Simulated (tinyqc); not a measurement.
# Punch-through p+-n junction, ionisation integral and breakdown: effects of single changes

A p+ layer at x < 0 and an n drift layer from x = 0 to L on an n+ substrate. Depletion approximation, built-in voltage neglected. Local ionisation coefficients alpha_n = an exp(-(bn/E)^mx), alpha_p = ap exp(-(bp/E)^mx). Electrons move towards +x, holes towards x = 0.

Inputs (values chosen for the exercise); material values close to those of silicon: relative permittivity eps_r = 11.6; prefactor of the electron ionisation coefficient an = 7.07e5 1/cm; field constant for electrons bn = 1.24e6 V/cm; prefactor of the hole ionisation coefficient ap = 1.51e6 1/cm; field constant for holes bp = 2.18e6 V/cm; exponent mx = 1; electron mobility of the drift layer mu = 1430 cm^2/(V s); donor density of the drift layer N = 8.9e14 cm^-3; thickness of the drift layer L = 14 um.

Constants: q = 1.602176634e-19 C, eps0 = 8.8541878128e-14 F/cm where lengths are in cm. Results are converted to the units shown.

Each table varies one quantity; the others keep the values above.

## Multiplication against voltage

W = sqrt(2 eps0 eps_r V/(q N)), peak field E0 = q N W/(eps0 eps_r), falling linearly to 0 at W; if W > L the layer is punched through: W = L, E0 = V/L + q N L/(2 eps0 eps_r), falling linearly to E1 = V/L - q N L/(2 eps0 eps_r). G(x) = integral from 0 to x of (alpha_n - alpha_p); I_n = integral of alpha_n exp(-G) (electrons injected at x = 0), I_p = integral of alpha_p exp(G(end) - G) (holes injected at the far edge); M = 1/(1 - I). Integrals on a fine grid; BV is where I_n = 1. Here BV = 259.725 V; the Miller exponent is n = ln(1 - 1/M)/ln(V/BV).

Multiplication against voltage:
```
V (V)  E0 (kV/cm)     I_n      I_p   M_n   M_p  Miller n, electrons  Miller n, holes
104           170  0.0623  3.51e-4  1.07  1.00                 3.03             8.69
130           190   0.157  0.00179  1.19  1.00                 2.68             9.14
156           209   0.303  0.00667  1.44  1.01                 2.34             9.83
182           227   0.498   0.0225  1.99  1.02                 1.96             10.7
208           246   0.706   0.0741  3.40  1.08                 1.57             11.7
223           256   0.814    0.150  5.38  1.18                 1.35             12.4
239           268   0.910    0.331  11.1  1.50                 1.14             13.3
249           275   0.958    0.557  23.8  2.26                 1.02             13.9
256           280   0.986    0.813  74.0  5.35                0.941             14.3
```

What does the table show?

M_n rises from 1.066 to 74.0 and M_p from 1.000 to 5.35; both diverge at BV. The Miller exponent for electrons falls from 3.03 to 0.941 and that for holes rises from 8.69 to 14.3, so one exponent describes neither over the whole range. The larger multiplication belongs to electrons, whose coefficient at the peak field of the last row is 13.4 times the other.

## Effect of the drift doping

Same model as above.

Specific on-resistance Ron = L/(q mu N) with constant mobility and full ionisation.

Results:
```
N (cm^-3)  BV (V)  E0 at BV (kV/cm)  W at BV (um)  Ron (mohm cm^2)  BV^2/Ron (MW/cm^2)  eps0 eps_r mu E0^3/4 (MW/cm^2)
7.4e13        308               228          14.0             82.6                1.15                            4.35
1.4e14        306               234          14.0             43.6                2.15                            4.71
2.7e14        302               245          14.0             22.6                4.02                            5.40
5.2e14        289               263          14.0             11.8                7.09                            6.67
1.9e15        168               316          10.7             3.22                8.81                            11.6
3.7e15        107               351          6.08             1.65                6.88                            15.8
7.1e15       69.2               392          3.54            0.861                5.57                            22.1
```

Estimate the missing row, N = 1e15 cm^-3.

Computed row:
```
N (cm^-3)  BV (V)  E0 at BV (kV/cm)  W at BV (um)  Ron (mohm cm^2)  BV^2/Ron (MW/cm^2)  eps0 eps_r mu E0^3/4 (MW/cm^2)
1e15          249               287          14.0             6.11                10.2                            8.72
```

With this row back in the table: BV falls from 308 to 69.2 V while the critical field rises from 228 to 392 kV/cm. BV goes as N^(-0.01) between the first two rows and N^(-0.66) between the last two (a coefficient proportional to E^7 gives -0.75 without punch-through). BV^2/Ron goes from 1.15 through a maximum of 10.2 (at N = 1e15 among the rows listed) to 5.57 MW/cm^2; the layer is punched through at breakdown in 5 of the 8 rows.

## Effect of the drift thickness

Same model as above.

The value eps0 eps_r mu E0^3/4 holds for a triangular field; a layer that punches through can exceed it.

Effect of the drift thickness:
```
L (um)  BV (V)  E0 at BV (kV/cm)  W at BV (um)  Ron (mohm cm^2)  BV^2/Ron (MW/cm^2)  eps0 eps_r mu E0^3/4 (MW/cm^2)
3.1       87.1               302          3.10             1.52                4.99                            10.1
4.1        109               294          4.10             2.01                5.89                            9.32
5.5        137               288          5.50             2.70                6.98                            8.74
7.4        172               284          7.40             3.63                8.18                            8.42
10         213               283          10.0             4.90                9.29                            8.31
13         250               283          13.0             6.38                9.82                            8.30
18         284               283          18.0             8.83                9.13                            8.30
24         288               283          20.4             11.8                7.04                            8.30
33         288               283          20.4             16.2                5.12                            8.30
```

BV rises from 87.1 to 288 V and saturates once L exceeds the free depleted width of 20.4 um, while Ron keeps rising as L. BV^2/Ron goes from 4.99 through a maximum of 9.82 (at L = 13 um among the rows listed) to 5.12 MW/cm^2. The best row has L = 0.64 of that width: the last part of the triangle adds little voltage but its full share of resistance.

Computed by the program tinyqc: `OMP_NUM_THREADS=1 python tinyqc.py 2120133 2120134 out.jsonl`, one thread of a shared Intel Xeon 2.30GHz, about 0.1 s for the whole run.
